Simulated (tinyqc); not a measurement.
Length offset and series resistance from crossing lines.

Problem. R_total = Rs + k (L - dL)/Vo with constant Rs, dL and k. Find k, dL and Rs.

R_total at (L, Vo) = (90, 0.37), (180, 0.37), (90, 0.8) and (180, 0.8), L in nm and Vo in V (ohm um): 537.40541  1072.5405  313.05000  560.55000

Answer. At each overdrive R is a straight line in L with slope k/Vo; the two lines cross at L = dL, R = Rs.

k = 2.20 ohm um V/nm
dL = 19.8 nm
Rs = 120 ohm um

Numbers from tinyqc (`OMP_NUM_THREADS=1 python tinyqc.py 2282156 2282157 out.jsonl`; about 0.03 s on one thread of a shared Intel Xeon 2.30GHz).
